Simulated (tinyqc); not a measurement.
Junctionless gate-all-around wire, depletion approximation: one step of the calculation.

A uniformly doped n-type wire of radius R under a surrounding gate; long channel. Below flat band a shell from radius rc to R is fully depleted and the neutral core, at channel potential V (0 at the source, Vd at the drain), carries the current with constant mobility; s = (rc/R)^2 is the share of the cross-section that conducts. The edge of the depleted shell is taken as abrupt, so there is no subthreshold current.

Task. Core radius, conductance and current. s solves Vfb - Vg + V = A (1 - s + s ln s) + B (1 - s), and s = 0 where the left side exceeds A + B. I = (q mu Nd pi R^2/L)[g(s0) - g(sL)], g = A (s^2/4 - (s^2/2) ln s) + B s^2/2, with s0 at V = 0 and sL at V = Vd. rc = R sqrt(s0); the small-signal conductance at Vd = 0 is q mu Nd pi R^2 s0/L.

Values chosen for this exercise; material values close to those of germanium: wire radius R = 4 nm; donor density Nd = 9.1e18 cm^-3; effective mobility in the wire mu = 48 cm^2/(V s); gate length L = 0.5 um; drain voltage Vd = 0.2 V.

Constants: q = 1.602176634e-19 C. Results are converted to the units shown.

s0 = 0.78831133
sL = 0
A = 0.041166417 V
B = 0.13701550 V

Wanted: rc at the source; conductance; I.

Result.

rc at the source = 3.551 nm
conductance = 0.5546 uS
I = 0.03659 uA

The drain end is pinched off, so the current is saturated.

tinyqc, about 0.01 s, one thread, Intel Xeon 2.30GHz (shared host): `OMP_NUM_THREADS=1 python tinyqc.py 2460072 2460073 out.jsonl`
